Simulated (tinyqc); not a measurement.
# Fully depleted semiconductor-on-insulator film with two gates, non-linear Poisson equation by Newton steps: effects of single changes

One dimension across the film, front interface at x = 0, back interface at x = ts. psi is counted from the intrinsic level, n = ni exp(psi/Vt) (source grounded), holes neglected, acceptors ionised. Gates act through Cox = eps0 eox/tox and Cbox = 3.9 eps0/tb with potentials G1 = Vg - (phiM - chi - Vt ln(Nc/ni)) and G2 = Vb - (phiB - chi - Vt ln(Nc/ni)). Classical Boltzmann densities, no interface charge, no depletion in the back plane.

Values chosen for this exercise; band and dielectric values close to those of silicon:
```
symbol,value,unit,meaning
T,300,K,temperature
Eg,1.13,eV,band gap
eps_r,11.5,,relative permittivity
Nc,2.84e19,cm^-3,conduction-band density of states at T
Nv,2.67e19,cm^-3,valence-band density of states at T
chi,4.03,eV,electron affinity
eox,3.9,,relative permittivity of the gate insulator (close to silicon dioxide)
tox,1.3,nm,insulator thickness
ts,7.4,nm,film thickness
tb,51,nm,buried-oxide thickness (eps_r 3.9)
Na,2.5e16,cm^-3,acceptor density of the film
phiM,4.33,eV,work function of the front gate
phiB,4.08,eV,work function of the back plane
Vb,0,V,back-gate voltage
```

Constants: q = 1.602176634e-19 C, kB = 1.380649e-23 J/K, Vt = kB T/q, eps0 = 8.8541878128e-14 F/cm where lengths are in cm. Results are converted to the units shown.

Each table varies one quantity; the others keep the values above.

## Charge against front-gate voltage

ni = sqrt(Nc Nv) exp(-Eg/(2 Vt)), Eg in volts. The Poisson equation eps0 eps_r d2psi/dx2 = q (n + Na), with -eps0 eps_r dpsi/dx = Cox (G1 - psi) at x = 0 and eps0 eps_r dpsi/dx = Cbox (G2 - psi) at x = ts, is solved on 300 equal intervals with half boxes at both ends; N_inv is the trapezoid sum of n. Swing = ln 10/(d ln N_inv/dVg); the last column is (dN_inv/dVb)/(dN_inv/dVg).

Charge against front-gate voltage:
```
Vg (V),psi front (V),psi back (V),N_inv (cm^-2),centroid/ts,swing (mV/decade),q dN_inv/dVg over Cox,back/front leverage
-0.23,0.0461,0.0671,5.99e4,0.567,62.6,1.33e-7,0.0523
-0.08,0.193,0.207,1.49e7,0.545,62.6,3.31e-5,0.0512
0.07,0.339,0.346,3.68e9,0.523,63.4,0.00807,0.0500
0.22,0.467,0.453,3.15e11,0.452,127,0.344,0.0443
0.37,0.536,0.478,1.64e12,0.310,339,0.674,0.0343
0.52,0.574,0.484,3.51e12,0.222,604,0.808,0.0302
0.67,0.598,0.486,5.60e12,0.172,896,0.869,0.0285
0.82,0.614,0.487,7.81e12,0.141,1.20e3,0.902,0.0275
0.97,0.628,0.488,1.01e13,0.120,1.52e3,0.922,0.0270
```

N_inv passes 1e11 cm^-2 at Vg = 0.169 V. The swing starts at 62.6 mV a decade, against (1 + k) Vt ln 10 = 61.0 for a front channel with k = Cs Cbox/(Cox (Cs + Cbox)) = 0.0243, Cs = eps0 eps_r/ts; above threshold this column is no longer a subthreshold swing. The centroid falls from 0.567 to 0.120 of ts and the leverage of the back gate falls from 0.0523 to 0.0270. For Vg = 0.37, 0.52, 0.67, 0.82, 0.97 the density at an interface exceeds 0.3 Nc, where Boltzmann statistics fail. For Vg = 0.37, 0.52, 0.67, 0.82, 0.97 the classical centroid lies within 3 nm of an interface, where confinement, left out, would push it away.

## Threshold and coupling against the film thickness

VT is the Vg for N_inv = 1e11 cm^-2; -dVT/dVb from the linearised equation. Limits with Cs = eps0 eps_r/ts: front channel Cs Cbox/(Cox (Cs + Cbox)), back channel Cbox (Cox + Cs)/(Cox Cs). Swing at N_inv = 1e8 cm^-2.

Result of one run:
```
ts (nm),VT (V),centroid/ts at VT,-dVT/dVb,front-channel limit,back-channel limit,swing (mV/decade)
11,0.160,0.488,0.0572,0.0238,0.0986,63.4
```

What becomes of these results when the film thickness ts is changed from 11 to 29 nm, all else the same?

Result of the changed run:
```
ts (nm),VT (V),centroid/ts at VT,-dVT/dVb,front-channel limit,back-channel limit,swing (mV/decade)
29,0.146,0.454,0.0927,0.0214,0.218,67.7
```

The whole series:
```
ts (nm),VT (V),centroid/ts at VT,-dVT/dVb,front-channel limit,back-channel limit,swing (mV/decade)
4,0.184,0.495,0.0379,0.0248,0.0521,61.9
5.6,0.176,0.494,0.0426,0.0246,0.0627,62.2
7.7,0.168,0.492,0.0485,0.0242,0.0767,62.6
11,0.160,0.488,0.0572,0.0238,0.0986,63.4
15,0.154,0.483,0.0669,0.0232,0.125,64.3
21,0.149,0.473,0.0796,0.0224,0.165,65.7
29,0.146,0.454,0.0927,0.0214,0.218,67.7
40,0.147,0.421,0.104,0.0201,0.291,70.4
```

As ts goes from 4 to 40, VT goes from 0.184 through a minimum of 0.146 (at ts = 29 among the rows listed) to 0.147 V, the centroid falls from 0.495 to 0.421 of ts and -dVT/dVb rises from 0.0379 to 0.104. The coupling covers 47.9 % of the way from the front-channel to the back-channel limit in the first row and 30.8 % in the last.

Range of the model: In so thin a film or at such density quantum confinement moves the charge away from the interfaces and raises the threshold.

tinyqc, about 0.4 s, one thread, Intel Xeon 2.30GHz (shared host): `OMP_NUM_THREADS=1 python tinyqc.py 2190018 2190019 out.jsonl`
